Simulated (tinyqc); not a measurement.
Inside a calculation. Method: ROHF in the sto-3g basis, for H3, spin multiplicity 2. Computed by tinyqc, a small Python program that keeps every step (integrals from PySCF). Settings: charge = 0, multiplicity = 2, basis = sto-3g, energy threshold = 1e-08, iteration cap = 86, orthogonalisation = symmetric, start = random, DIIS depth = 6, DIIS from iteration = 3, method = ROHF. Command: `OMP_NUM_THREADS=1 python tinyqc.py 26132 26133 out.jsonl` (the two numbers bound the seeds that draw the settings). One thread of a shared host (Intel(R) Xeon(R) Processor @ 2.60GHz), about 0.09 s of CPU time with the checks. Later iterations appear only in the table of the cycle.

## One-electron integrals

Geometry (angstrom):
```
atom        x        y        z
H     0.00000  0.00000  0.00000
H     0.00000  0.00000  1.37100
H     0.00000  1.18700  0.68500
```

Basis sto-3g: exponents (1/bohr^2) and contraction coefficients of normalised primitives:
```
element  l (shell)  exponent  coefficient
H            s (1)   3.42525      0.15433
H            s (1)   0.62391      0.53533
H            s (1)   0.16886      0.44463
```

Overlap, kinetic and nuclear-attraction integrals over the contracted functions; the nuclear repulsion is the sum of Za Zb / Rab.

nuclear repulsion = 1.1580935 hartree

overlap S, order 1H 1s, 2H 1s, 3H 1s:
```
[[1.00000, 0.30781, 0.30803],
 [0.30781, 1.00000, 0.30782],
 [0.30803, 0.30782, 1.00000]]
```

kinetic energy T (hartree), order 1H 1s, 2H 1s, 3H 1s:
```
[[0.76003, 0.02335, 0.02342],
 [0.02335, 0.76003, 0.02336],
 [0.02342, 0.02336, 0.76003]]
```

nuclear attraction V (hartree), order 1H 1s, 2H 1s, 3H 1s:
```
[[-1.99333, -0.54902, -0.54946],
 [-0.54902, -1.99320, -0.54904],
 [-0.54946, -0.54904, -1.99334]]
```

core Hamiltonian H = T + V (hartree), order 1H 1s, 2H 1s, 3H 1s:
```
[[-1.23330, -0.52566, -0.52604],
 [-0.52566, -1.23316, -0.52568],
 [-0.52604, -0.52568, -1.23331]]
```

## Two-electron integrals

Functions are numbered as in S; the eight-fold symmetry (ij|kl) = (ji|kl) = (kl|ij) leaves the list below.

Two-electron integrals (ij|kl) in chemists' order, unique and non-zero (hartree):
```
(11|11) 0.77461   (21|11) 0.17133   (21|21) 0.05538   (22|11) 0.37428
(22|21) 0.17133   (22|22) 0.77461   (31|11) 0.17148   (31|21) 0.04753
(31|22) 0.12409   (31|31) 0.05547   (32|11) 0.12403   (32|21) 0.04750
(32|22) 0.17134   (32|31) 0.04753   (32|32) 0.05539   (33|11) 0.37440
(33|21) 0.12402   (33|22) 0.37429   (33|31) 0.17148   (33|32) 0.17134
(33|33) 0.77461
```

## Orthogonalisation

S = U s U^T; symmetric (Loewdin) form X = U s^(-1/2) U^T, so that X^T S X = 1.

eigenvalues of S: [0.69197, 0.69226, 1.61577]

X, order 1H 1s, 2H 1s, 3H 1s:
```
[[1.06360, -0.13838, -0.13855],
 [-0.13838, 1.06354, -0.13839],
 [-0.13855, -0.13839, 1.06360]]
```

## Starting guess

The start is random orthonormal orbitals; D(s) = C_occ C_occ^T for each spin.

D(alpha) at the start, order 1H 1s, 2H 1s, 3H 1s:
```
[[0.33536, -0.25187, 0.43479],
 [-0.25187, 1.16877, -0.29506],
 [0.43479, -0.29506, 0.56472]]
```

D(beta) at the start, order 1H 1s, 2H 1s, 3H 1s:
```
[[0.02744, 0.13650, 0.04063],
 [0.13650, 0.67892, 0.20209],
 [0.04063, 0.20209, 0.06016]]
```

## Iteration 1: building the Fock matrix

J_ij = sum D_kl (ij|kl) with D = D(alpha) + D(beta), K_ij = sum D_kl (ik|jl) for each spin; F = H + J - K(s); E = tr D H + tr D J / 2 - 0.5 sum_s tr D(s) K(s) + E_nn.

Coulomb J (hartree), order 1H 1s, 2H 1s, 3H 1s:
```
[[1.30699, 0.47980, 0.43158],
 [0.47980, 1.84750, 0.49257],
 [0.43158, 0.49257, 1.41400]]
```

exchange K(alpha) (hartree), order 1H 1s, 2H 1s, 3H 1s:
```
[[0.39059, 0.20029, 0.30294],
 [0.20029, 0.80908, 0.21754],
 [0.30294, 0.21754, 0.54483]]
```

exchange K(beta) (hartree), order 1H 1s, 2H 1s, 3H 1s:
```
[[0.14212, 0.22418, 0.12283],
 [0.22418, 0.65063, 0.24516],
 [0.12283, 0.24516, 0.18189]]
```

F(alpha) (hartree), order 1H 1s, 2H 1s, 3H 1s:
```
[[-0.31690, -0.24615, -0.39740],
 [-0.24615, -0.19475, -0.25065],
 [-0.39740, -0.25065, -0.36414]]
```

F(beta) (hartree), order 1H 1s, 2H 1s, 3H 1s:
```
[[-0.06842, -0.27003, -0.21729],
 [-0.27003, -0.03630, -0.27827],
 [-0.21729, -0.27827, -0.00119]]
```

total energy of this density = -1.1526056 hartree

## Iteration 1: Roothaan effective Fock matrix

With projectors Pc = D(beta) S, Po = (D(alpha) - D(beta)) S, Pv = 1 - D(alpha) S, the block xy is Px^T F Py; with Fc = (F(alpha) + F(beta))/2, the blocks are Fc for cc, oo, vv and cv, F(beta) for co and F(alpha) for ov.

effective F (hartree), order 1H 1s, 2H 1s, 3H 1s:
```
[[-0.17518, -0.25728, -0.29816],
 [-0.25728, -0.12183, -0.25701],
 [-0.29816, -0.25701, -0.18563]]
```

## Iteration 1: diagonalisation and new density

Diagonalise F' = X^T F X, C = X C', fill 2 alpha and 1 beta electrons from the bottom; D(s) = C_occ C_occ^T. Each column has its largest component positive (the first on a tie).

F' = X^T F X (hartree):
```
[[-0.05031, -0.18469, -0.22635],
 [-0.18469, -0.00475, -0.18260],
 [-0.22635, -0.18260, -0.06202]]
```

orbital energies (hartree): [-0.43817, 0.14998, 0.17112]

coefficients C, order 1H 1s, 2H 1s, 3H 1s:
```
[[0.48401, -0.26864, 0.92906],
 [0.37874, 0.99157, -0.20679],
 [0.49592, -0.62010, -0.73426]]
```

D(alpha) after iteration 1, order 1H 1s, 2H 1s, 3H 1s:
```
[[0.30643, -0.08306, 0.40661],
 [-0.08306, 1.12666, -0.42704],
 [0.40661, -0.42704, 0.63045]]
```

D(beta) after iteration 1, order 1H 1s, 2H 1s, 3H 1s:
```
[[0.23426, 0.18331, 0.24003],
 [0.18331, 0.14345, 0.18783],
 [0.24003, 0.18783, 0.24594]]
```

## Iteration 2: building the Fock matrix

As before.

Coulomb J (hartree), order 1H 1s, 2H 1s, 3H 1s:
```
[[1.41910, 0.46878, 0.45913],
 [0.46878, 1.62707, 0.47933],
 [0.45913, 0.47933, 1.52134]]
```

exchange K(alpha) (hartree), order 1H 1s, 2H 1s, 3H 1s:
```
[[0.40513, 0.23629, 0.30145],
 [0.23629, 0.78844, 0.18764],
 [0.30145, 0.18764, 0.55297]]
```

exchange K(beta) (hartree), order 1H 1s, 2H 1s, 3H 1s:
```
[[0.36604, 0.22857, 0.25601],
 [0.22857, 0.28769, 0.23119],
 [0.25601, 0.23119, 0.37555]]
```

F(alpha) (hartree), order 1H 1s, 2H 1s, 3H 1s:
```
[[-0.21932, -0.29317, -0.36836],
 [-0.29317, -0.39453, -0.23399],
 [-0.36836, -0.23399, -0.26494]]
```

F(beta) (hartree), order 1H 1s, 2H 1s, 3H 1s:
```
[[-0.18023, -0.28545, -0.32292],
 [-0.28545, 0.10622, -0.27754],
 [-0.32292, -0.27754, -0.08752]]
```

total energy of this density = -1.3370765 hartree

## Iteration 2: Roothaan effective Fock matrix

As before.

effective F (hartree), order 1H 1s, 2H 1s, 3H 1s:
```
[[-0.21297, -0.26376, -0.36793],
 [-0.26376, -0.09668, -0.24424],
 [-0.36793, -0.24424, -0.20356]]
```

## Iteration 2: diagonalisation and new density

As before.

F' = X^T F X (hartree):
```
[[-0.06997, -0.18332, -0.29872],
 [-0.18332, 0.01810, -0.15993],
 [-0.29872, -0.15993, -0.06599]]
```

orbital energies (hartree): [-0.48414, 0.13341, 0.23287]

coefficients C, order 1H 1s, 2H 1s, 3H 1s:
```
[[0.53923, -0.28509, 0.89305],
 [0.28693, 1.03148, -0.15210],
 [0.51784, -0.52728, -0.78956]]
```

D(alpha) after iteration 2, order 1H 1s, 2H 1s, 3H 1s:
```
[[0.37204, -0.13935, 0.42956],
 [-0.13935, 1.14628, -0.39530],
 [0.42956, -0.39530, 0.54619]]
```

D(beta) after iteration 2, order 1H 1s, 2H 1s, 3H 1s:
```
[[0.29076, 0.15472, 0.27923],
 [0.15472, 0.08233, 0.14858],
 [0.27923, 0.14858, 0.26816]]
```

## Iteration 3: building the Fock matrix

As before.

Coulomb J (hartree), order 1H 1s, 2H 1s, 3H 1s:
```
[[1.46530, 0.47070, 0.46240],
 [0.47070, 1.60119, 0.47375],
 [0.46240, 0.47375, 1.50116]]
```

exchange K(alpha) (hartree), order 1H 1s, 2H 1s, 3H 1s:
```
[[0.44396, 0.23209, 0.30484],
 [0.23209, 0.79638, 0.18760],
 [0.30484, 0.18760, 0.50582]]
```

exchange K(beta) (hartree), order 1H 1s, 2H 1s, 3H 1s:
```
[[0.40757, 0.21654, 0.27182],
 [0.21654, 0.22518, 0.21217],
 [0.27182, 0.21217, 0.38980]]
```

F(alpha) (hartree), order 1H 1s, 2H 1s, 3H 1s:
```
[[-0.21196, -0.28705, -0.36848],
 [-0.28705, -0.42835, -0.23953],
 [-0.36848, -0.23953, -0.23797]]
```

F(beta) (hartree), order 1H 1s, 2H 1s, 3H 1s:
```
[[-0.17556, -0.27151, -0.33547],
 [-0.27151, 0.14284, -0.26410],
 [-0.33547, -0.26410, -0.12194]]
```

total energy of this density = -1.3460145 hartree

## Iteration 3: Roothaan effective Fock matrix

As before.

effective F (hartree), order 1H 1s, 2H 1s, 3H 1s:
```
[[-0.20759, -0.24212, -0.37267],
 [-0.24212, -0.08992, -0.23266],
 [-0.37267, -0.23266, -0.20221]]
```

## Iteration 3: diagonalisation and new density

As before.

F' = X^T F X (hartree):
```
[[-0.06826, -0.16107, -0.30929],
 [-0.16107, 0.01593, -0.14987],
 [-0.30929, -0.14987, -0.06542]]
```

orbital energies (hartree): [-0.47469, 0.11413, 0.24282]

coefficients C, order 1H 1s, 2H 1s, 3H 1s:
```
[[0.54565, -0.34954, 0.86584],
 [0.25644, 1.04906, -0.05593],
 [0.53489, -0.43744, -0.83194]]
```

D(alpha) after iteration 3, order 1H 1s, 2H 1s, 3H 1s:
```
[[0.41991, -0.22676, 0.44477],
 [-0.22676, 1.16629, -0.32173],
 [0.44477, -0.32173, 0.47747]]
```

D(beta) after iteration 3, order 1H 1s, 2H 1s, 3H 1s:
```
[[0.29773, 0.13993, 0.29186],
 [0.13993, 0.06576, 0.13717],
 [0.29186, 0.13717, 0.28611]]
```

## Iteration 8 (converged): orbitals

converged F (hartree), order 1H 1s, 2H 1s, 3H 1s:
```
[[-0.20372, -0.22778, -0.37258],
 [-0.22778, -0.08313, -0.22778],
 [-0.37258, -0.22778, -0.20372]]
```

As before.

F' = X^T F X (hartree):
```
[[-0.06783, -0.14681, -0.31186],
 [-0.14681, 0.01800, -0.14682],
 [-0.31186, -0.14682, -0.06783]]
```

orbital energies (hartree): [-0.46834, 0.10664, 0.24403]

coefficients C, order 1H 1s, 2H 1s, 3H 1s:
```
[[0.54725, -0.38413, -0.85003],
 [0.23759, 1.05497, -0.00005],
 [0.54725, -0.38407, 0.85006]]
```

D(alpha) after iteration 8, order 1H 1s, 2H 1s, 3H 1s:
```
[[0.44704, -0.27523, 0.44701],
 [-0.27523, 1.16942, -0.27516],
 [0.44701, -0.27516, 0.44699]]
```

D(beta) after iteration 8, order 1H 1s, 2H 1s, 3H 1s:
```
[[0.29948, 0.13002, 0.29948],
 [0.13002, 0.05645, 0.13002],
 [0.29948, 0.13002, 0.29948]]
```

## Convergence

Stop when the energy changes by less than 1e-08 hartree and every element of the error matrix X^T (F D S - S D F) X is below 3e-05.

Course of the cycle:
```
iteration  E (hartree)     change  largest element of the error matrix
1           -1.1526056          -                             2.07e-01
2           -1.3370765  -1.84e-01                             5.23e-02
3           -1.3460145  -8.94e-03                             2.12e-02
4           -1.3484606  -2.45e-03                             1.10e-02
5           -1.3488264  -3.66e-04                             6.16e-03
6           -1.3489329  -1.07e-04                             1.39e-03
7           -1.3489392  -6.29e-06                             1.10e-05
8           -1.3489392  -1.45e-10                             8.35e-06
```

PySCF ROHF in the same basis = -1.3489392 hartree

Converged in 8 iterations.

## Populations, bond orders and dipole

Mulliken: Z minus the diagonal of D S on the atom; Loewdin: the same with S^(1/2) D S^(1/2); Mayer order: 2 sum_s sum (D(s) S)_ij (D(s) S)_ji over the two atoms.

Charges (e):
```
atom  Mulliken   Loewdin  Mulliken spin
1H     0.06823   0.07707        0.06826
2H    -0.13649  -0.15416        0.86351
3H     0.06826   0.07709        0.06823
```

Mayer bond orders:
```
pair    order
2-1   0.11786
3-1   0.87282
3-2   0.11786
```

dipole moment about the origin, x y z (debye): [0.00000, 0.38917, -0.67425]
